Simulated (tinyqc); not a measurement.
# Semiconductor laser, carrier and photon rate equations: effects of single changes

Carrier density N and photon density S in one mode: dN/dt = F1 = eta I/(q V) - (A N + B N^2 + C N^3) - vg g S; dS/dt = F2 = G vg g S + G be B N^2 - S/tp, with g = g0 ln(N/Ntr)/(1 + ec S). Output power P = Fo Eph S V/(G tp). No heating, no carrier transport.

Inputs (values chosen for the exercise): active volume V = 3.2e-12 cm^3; confinement factor G = 0.071; group velocity vg = 7.49e9 cm/s; gain coefficient g0 = 1300 1/cm; transparency density Ntr = 2.2e18 cm^-3; gain compression ec = 1.6e-17 cm^3; photon lifetime tp = 2.2 ps; defect recombination coefficient A = 1.4e8 1/s; radiative coefficient B = 8.8e-11 cm^3/s; Auger coefficient C = 8.1e-30 cm^6/s; share of spontaneous emission into the mode be = 0.00021; injection efficiency eta = 0.93; share of cavity losses that is output Fo = 0.61; photon energy Eph = 1.46 eV; drive current I = 2.8 mA.

Constants: q = 1.602176634e-19 C. Results are converted to the units shown.

Each table varies one quantity; the others keep the values above.

## Effect of the confinement factor on threshold and bandwidth

gth = 1/(G vg tp), Nth = Ntr exp(gth/g0), Ith = q V (A Nth + B Nth^2 + C Nth^3)/eta. N and S are the steady state (F1 = F2 = 0, S > 0). Jacobian, with a = g0/(N (1 + ec S)) and d = g/(1 + ec S): J11 = -(A + 2 B N + 3 C N^2) - vg a S, J12 = -vg d, J21 = G vg a S + 2 G be B N, J22 = G vg d - 1/tp. wR^2 = det J, gamma = -trace J, fR = wR/(2 pi); the response wR^2/(wR^2 - w^2 + i gamma w) falls to 1/sqrt(2) at w^2 = x + sqrt(x^2 + wR^4), x = wR^2 - gamma^2/2 (f3dB = w/(2 pi)).

Results:
```
G      Ith (mA)   P (mW)  fR (GHz)  gamma (1/ns)  f3dB (GHz)
0.061    1.9223  0.71935    2.2470        3.6050      3.4509
0.1      1.0610   1.4317    4.6717        7.9418      7.1646
0.13    0.86430   1.5956    5.9141        11.142      9.0427
0.17    0.73847   1.7006    7.2566        15.342      11.049
0.21    0.67096   1.7570    8.3873        19.488      12.715
```

Estimate the missing row, G = 0.078.

Computed row:
```
G      Ith (mA)  P (mW)  fR (GHz)  gamma (1/ns)  f3dB (GHz)
0.078    1.3725  1.1731    3.5091        5.5367      5.3915
```

With this row back in the table: As G goes from 0.061 to 0.21, Ith falls from 1.92 to 0.671 mA, fR rises from 2.25 to 8.39 GHz, gamma rises from 3.61 to 19.5 1/ns and f3dB rises from 3.45 to 12.7 GHz.

## Light against current through threshold

Same model as above.

Results:
```
I (mA)   N/Nth  S (cm^-3)    P (mW)  share of carriers lost by stimulated emission (%)
0.31    0.4142    6.657e9  1.946e-5                                          -0.002582
0.77    0.6974   4.619e10  1.350e-4                                           0.009568
1.2     0.8803   2.080e11  6.080e-4                                            0.04931
1.7     0.9997   4.449e13    0.1301                                              9.227
2.3      1.002   2.124e14    0.6209                                              32.59
3.1      1.005   4.369e14     1.277                                              49.74
4.6      1.009   8.579e14     2.508                                              65.82
7.7      1.018   1.728e15     5.051                                              79.20
```

Estimate the missing row, I = 1.5 mA.

Computed row:
```
I (mA)   N/Nth  S (cm^-3)    P (mW)  share of carriers lost by stimulated emission (%)
1.5     0.9834   1.978e12  0.005782                                             0.4536
```

With this row back in the table: Ith is 1.54 mA. The power rises by a factor of 214 between 1.2 and 1.7 mA, while N/Nth goes only from 0.880 to 1.00. Above threshold N is nearly clamped, reaching 1.018 Nth in the last row through gain compression, and the slope between the last two rows is 0.820 W/A, against Fo eta Eph/q = 0.828 W/A.

## Effect of the Auger coefficient on threshold and bandwidth

Same model as above.

Results:
```
C (cm^6/s)  Ith (mA)   P (mW)  fR (GHz)  gamma (1/ns)  f3dB (GHz)
8.1e-31       1.2365   1.2869    3.4013        5.1660      5.2301
1.6e-30       1.2698   1.2591    3.3653        5.1207      5.1746
3e-30         1.3289   1.2099    3.3005        5.0406      5.0746
5.7e-30       1.4428   1.1151    3.1717        4.8867      4.8756
2.1e-29       2.0884  0.58196    2.3048        4.0452      3.5316
```

Estimate the missing row, C = 1.1e-29 cm^6/s.

Computed row:
```
C (cm^6/s)  Ith (mA)   P (mW)  fR (GHz)  gamma (1/ns)  f3dB (GHz)
1.1e-29       1.6665  0.92969    2.9016        4.5875      4.4579
```

With this row back in the table: As C goes from 8.1e-31 to 2.1e-29 cm^6/s, Ith rises from 1.24 to 2.09 mA, fR falls from 3.40 to 2.30 GHz, gamma falls from 5.17 to 4.05 1/ns and f3dB falls from 5.23 to 3.53 GHz.

Computed by the program tinyqc: `OMP_NUM_THREADS=1 python tinyqc.py 2840001 2840002 out.jsonl`, one thread of a shared Intel Xeon 2.30GHz, about 0.01 s for the whole run.
